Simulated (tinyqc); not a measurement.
Energy relaxation with and without hot phonons: decay of LO phonons and the hot-phonon bottleneck in the cooling of electrons. Computed by tinyqc, a small Python program. Command: `OMP_NUM_THREADS=1 python tinyqc.py 3025797 3025798 out.jsonl hotphonon walk`. One thread of a shared host (Intel(R) Xeon(R) Processor @ 2.30GHz), about 0.01 s of CPU time with the checks.

n(E, T) = 1/(exp(E/(k_B T)) - 1) is the Bose occupation. Electrons have a temperature T_e; the LO modes within their reach share one occupation N; the decay products stay at the lattice temperature.

Inputs (values chosen for the exercise, modelled on gallium oxide):

| quantity | value | unit |
|---|---|---|
| LO energy hbar omega | 44.5 | meV |
| lifetime at T = 0, tau_0 | 1.7 | ps |
| share f of the energy in the softer product | 0.34 | - |
| lattice temperature T | 77 | K |
| electron mass m* | 0.269 | m_0 |
| eps_inf | 3.51 | - |
| static dielectric constant eps_s | 10 | - |
| electron density n | 8.1e+17 | 1/cm^3 |
| density of LO modes that the electrons reach, N_m | 3.7e+19 | 1/cm^3 |

Decay channel: two unequal phonons (Ridley).

Constants: k_B = 8.617333262e-05 eV/K; c = 299792458 m/s; e^2/(4 pi eps_0) = 14.39964548 eV angstrom; hbar^2/(2 m_0) = 3.80998212 eV angstrom^2; hbar = 6.582119569e-16 eV s; e = 1.602176634e-19 C; k_B = 1.380649e-23 J/K.

Method:
- Decay rate 1/tau = (1/tau_0) [1 + n(f hbar omega) + n((1 - f) hbar omega)].
- Full width Gamma = 1/(2 pi c tau) in 1/cm, c in cm/s.
- Froehlich coupling alpha = (e^2/(4 pi eps_0)) (1/eps_inf - 1/eps_s) k_0/(2 hbar omega), k_0 = sqrt(m* hbar omega/(hbar^2/(2 m_0))); emission time tau_sp = hbar/(2 alpha hbar omega); bottleneck ratio r = (n/N_m) tau/tau_sp.
- Net emission per electron: [(N + 1) x - N]/tau_sp with x = exp(-hbar omega/(k_B T_e)), a simple two-level balance; steady state of the modes: n [(N + 1) x - N]/tau_sp = N_m (N - N_0)/tau; power per electron P = hbar omega [(N + 1) x - N]/tau_sp.
- P(T_e) = (hbar omega/tau_sp) [(N_0 + 1) x - N_0]/[1 + r (1 - x)], and r = 0 without hot phonons; energy relaxation time tau_E = (3/2) k_B (T_e - T)/P.

emission time tau_sp = 4.41044 fs

equilibrium LO occupation N_0 = 0.00122443

bottleneck ratio r = 7.49387

phonon lifetime tau = 1.50975 ps

Cooling:

| T_e (K) | P, cold phonons (nW) | P, hot phonons (nW) | ratio | tau_E (ps) | N |
|---|---|---|---|---|---|
| 107 | 10.997 | 1.3039 | 8.4338 | 0.47650 | 0.0072688 |
| 157 | 58.367 | 7.1053 | 8.2145 | 0.23317 | 0.034163 |
| 227 | 164.42 | 21.288 | 7.7234 | 0.14592 | 0.099910 |
| 377 | 409.40 | 62.132 | 6.5892 | 0.099996 | 0.28925 |
| 577 | 659.38 | 121.39 | 5.4317 | 0.085300 | 0.56397 |
| 877 | 896.27 | 206.75 | 4.3349 | 0.080133 | 0.95968 |
| 1380 | 1111.3 | 332.79 | 3.3393 | 0.081086 | 1.5440 |
| 2080 | 1260.7 | 476.18 | 2.6475 | 0.087112 | 2.2087 |

What does the comparison show, and why?

Reabsorption cuts the loss by a factor 8.43 at the lowest T_e and 2.65 at the highest; the factor is 1 + r (1 - x) with r = 7.49. tau_E runs from 0.48 to 0.087 ps, with its shortest value, 0.080 ps, at T_e = 877 K, against tau_sp = 4.4 fs and a phonon lifetime of 1.5 ps. For r (1 - x) much above 1 the loss tends to hbar omega (N_m/n)(n(hbar omega, T_e) - N_0)/tau, in which tau_sp no longer appears. Pauli blocking is left out, as are upper valleys and non-parabolic bands, which can matter above about 1000 K. Caution: alpha is above 1/2, so hbar/tau_sp exceeds hbar omega and the emission time, a weak-coupling result, is only rough.

Extremes, crossings and ranges named in words are read from the listed rows.
